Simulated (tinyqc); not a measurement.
Donors on two lattice sites with valley-orbit split states, step by step. Values are carried at full precision from step to step, so a last printed digit may differ when a step is redone from the rounded ones.

Each donor binds at most one electron, in any of its states. For a site s, W_s = sum over its states of g exp(E/kT), and the ionised share is 1/(1 + W_s exp(eta)), eta = (EF - Ec)/kT; n = Nc F_1/2(eta); neutrality n + NA = ND x (mean ionised share, the two sites in equal numbers); holes are neglected. Nc from N = 2 (m kB T/(4 pi c))^(3/2) with c = hbar^2/2m0, in 1/angstrom^3; times 1e24 for 1/cm^3, m = md. F_j(eta) = (1/Gamma(j + 1)) integral_0^infinity x^j dx/(1 + exp(x - eta)), which tends to exp(eta) for eta << 0.

Constants: hbar^2/2m0 = 3.80998211 eV angstrom^2; kB = 8.617333262e-05 eV/K.

Values chosen for the exercise (near those of nitrogen in 4H-SiC; not measured data): md = 0.813 m0 (density-of-states mass of the conduction band); E = (64, 55.9, 114.8, 70.5) meV (binding energies of h ground, h excited, k ground, k excited); g = (2, 4, 2, 4) (their degeneracies with spin); T = 225 K; ND = 8.8e+16 1/cm^3 (donors, half on each site); NA = 0 1/cm^3 (compensating acceptors, all ionised); mu0 = 43 cm^2/(V s) (mobility at heavy doping); mu1 = 905 cm^2/(V s) (mobility at light doping and 300 K); Nr = 2e+17 1/cm^3 (reference doping); de = 0.61 (doping exponent); ga = 2.4 (temperature exponent).

## Partition sums of the neutral donor

Give each term g exp(E/kT), W_s, and the effective degeneracy W_s exp(-E_ground/kT).

Nc = 1.1948e+19 1/cm^3

terms: h ground 54.27, h excited 71.48, k ground 745.5, k excited 151.8

W_s: h 125.75, k 897.25

effective degeneracy: h 4.634, k 2.407

The ground state alone would give 2 and all states together 6 on each site; here the excited states hold 57 % and 17 % of the bound electrons on the h and k sites.

## Neutrality

Solve for eta.

eta = -5.665
n = 4.14e+16 1/cm^3

ionised share: h 0.696, k 0.243

n is 0.470 of ND - NA. The deeper k site is ionised 0.35 times as much as the h site.

## Mobility and resistivity

Mobility (Caughey-Thomas form): mu = mu0 + (mu1 (T/300)^(-ga) - mu0)/(1 + ((ND + NA)/Nr)^de); rho = 1/(e n mu), e = 1.602176634e-19 C.

Compare with full ionisation, n = ND - NA.

mu = 1140.2 cm^2/(V s)
rho = 0.132 ohm cm
rho at full ionisation = 0.0622 ohm cm

Incomplete ionisation raises rho by a factor 2.13.

## Checks

- n + NA against ND times the mean ionised share (1/cm^3): both 4.135e+16.

(tinyqc, `OMP_NUM_THREADS=1 python tinyqc.py 1682588 1682589 out.jsonl`, Intel(R) Xeon(R) Processor @ 2.30GHz, 1 thread, shared host, about 0.01 s.)
